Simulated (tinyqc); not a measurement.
Self-heating of a transistor with one or more fingers, with temperature-dependent conductivity: one step, computed by the program tinyqc. Command: `OMP_NUM_THREADS=1 python tinyqc.py 3012773 3012774 out.jsonl selfheat walk`. One thread of a shared host (Intel(R) Xeon(R) Processor @ 2.30GHz), about 0.05 s of CPU time with the checks.

N long parallel fingers lie on the top face of a slab whose bottom is held at T_0; the top is otherwise insulated, and heat flows in two dimensions. P in W/mm is 1000 P in W/m.

Question. Linear temperature rise of each finger. theta_i = (P/(pi kappa_0)) [g_0 + sum over j != i of g(|i - j| s)], with equal powers and constant conductivity; thermal resistance = largest theta/P.

Inputs (values chosen for the exercise, modelled on silicon carbide): conductivity at the base temperature kappa_0 = 374 W/(m K); power per gate width P = 7.8 W/mm; fingers N = 4.

Power: power rises with temperature.

own factor g_0 = 6.907607

g(j s), j = 1..7: 1.655714  0.998382  0.648833  0.432549  0.291388  0.197194  0.133725

Give: theta of each finger; largest theta; thermal resistance.

Answer.

theta of each finger (K): 67.78  74.47  74.47  67.78

largest theta = 74.47 K

thermal resistance = 9.547 K mm/W

The neighbours supply 38 % of the rise of the hottest finger, which runs 6.7 K above the outer ones.
